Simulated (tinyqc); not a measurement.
What moves the results: Peierls distortion of a half-filled chain. A value that a table varies takes the place of the one given here.

Atoms move by +/- u, so bonds change by -/+ 2u and hoppings are t +/- 2 al u. Bands E = -/+ sqrt((2 t cos x)^2 + D^2 sin^2 x) with D = 4 al u, x = k a in (0, pi/2); the gap is 2D. Energy per atom at zero temperature: E(u) = -mean_x sqrt(...) + 2 K u^2; exactly, the mean is (4t/pi) E(1 - z^2), z = D/2t, E the complete elliptic integral of the second kind with parameter m. Coupling lambda = 2 al^2/(pi t K).

Constants: kB = 8.617333262e-05 eV/K.

Values chosen for the exercise: t = 1.63 eV (hopping of the even chain); al = 4.1 eV/angstrom (change of hopping with bond length); K = 33 eV/angstrom^2 (spring constant of a bond).

## Energy against distortion

Exact means; both parts are counted from u = 0.

Energies per atom:
```
u (angstrom)  gap (eV)  electrons (meV)  springs (meV)  total (meV)
0.0024           0.079            -0.80           0.38        -0.42
0.0061           0.200            -4.27           2.46        -1.82
0.0121           0.397           -14.19           9.66        -4.52
0.0182           0.597           -28.58          21.86        -6.72
0.0243           0.797           -46.55          38.97        -7.57
0.0304           0.997           -67.55          60.99        -6.56
0.0364           1.194           -90.80          87.45        -3.35
0.0425           1.394          -116.76         119.21         2.45
0.0534           1.752          -168.22         188.20        19.98
```

The ratio of electronic gain to elastic cost is 2.11 in the first row and 0.89 in the last: the gain goes as u^2 ln(1/u), so it wins at small u for any K. The total is lowest at u = 0.0243 angstrom and turns positive between 0.0364 and 0.0425.

## A coarse mesh hides or distorts the instability

u0 from the gap equation K = 4 al^2 mean(sin^2 x/|E|) on the mesh x_j = (j + 1/2) pi/(2N); 0 where it has no root.

Results:
```
N     u0 (angstrom)  gap (eV)  smallest |E| at u = 0 (eV)
1            0.0000     0.000                       2.305
2            0.0000     0.000                       1.248
3            0.0000     0.000                       0.844
4            0.0110     0.361                       0.636
6            0.0219     0.717                       0.426
8            0.0236     0.774                       0.320
12           0.0242     0.794                       0.213
20           0.0243     0.796                       0.128
40           0.0243     0.796                       0.064
4000         0.0243     0.796                       0.001
```

For N = 1, 2 and 3 no distortion is found: the mesh leaves its own gap at u = 0, which cuts off the logarithm. u0 is within 1 % of the last row from N = 12 on; the mesh must resolve D = 0.398 eV, and the coherence length xi/a = 2t/D is 8.2.

## Closing of the gap with temperature

The gap equation gains the factor tanh(|E|/2kT); 4000 points; Tp is where its root reaches zero.

Results:
```
T/Tp  T (K)  u (angstrom)   u/u0
0.20    513        0.0243  1.000
0.40   1027        0.0239  0.986
0.60   1540        0.0221  0.910
0.70   1797        0.0202  0.833
0.80   2053        0.0174  0.715
0.90   2310        0.0129  0.530
0.95   2438        0.0093  0.384
0.99   2541        0.0042  0.175
```

Tp = 2566 K

D(0)/(kB Tp) = 1.801, against 1.764 at weak coupling. u/u0 is 0.910 at 0.6 Tp and 0.530 at 0.9 Tp, and near Tp it goes as sqrt(1 - T/Tp): 2.20 between the last two rows against sqrt(5) = 2.24. In a single chain fluctuations forbid this transition; coupling between chains sets the real one, far lower.

## What moves the distortion

Exact means. Each row changes one parameter from the base and keeps the others.

Results:
```
case                     lambda  u0 (angstrom)  gap (eV)  E(u0) - E(0) (meV)
base                     0.1990         0.0243     0.796               -7.57
t = 1.712 eV             0.1894         0.0224     0.734               -6.15
al = 4.305 eV/angstrom   0.2193         0.0295     1.017              -12.24
K = 34.65 eV/angstrom^2  0.1895         0.0213     0.699               -5.86
```

The largest shifts from the base row, up to three for each result and ties (the steps differ in size, so this ranks the rows, not the parameters). lambda: al +0.0204, t -0.0095, K -0.0095. u0 (angstrom): al +0.0053, K -0.0030, t -0.0019. gap (eV): al +0.221, K -0.097, t -0.063. E(u0) - E(0) (meV): al -4.67, K +1.71, t +1.43.

(tinyqc, `OMP_NUM_THREADS=1 python tinyqc.py 1652491 1652492 out.jsonl`, Intel(R) Xeon(R) Processor @ 2.30GHz, 1 thread, shared host, about 0.07 s.)
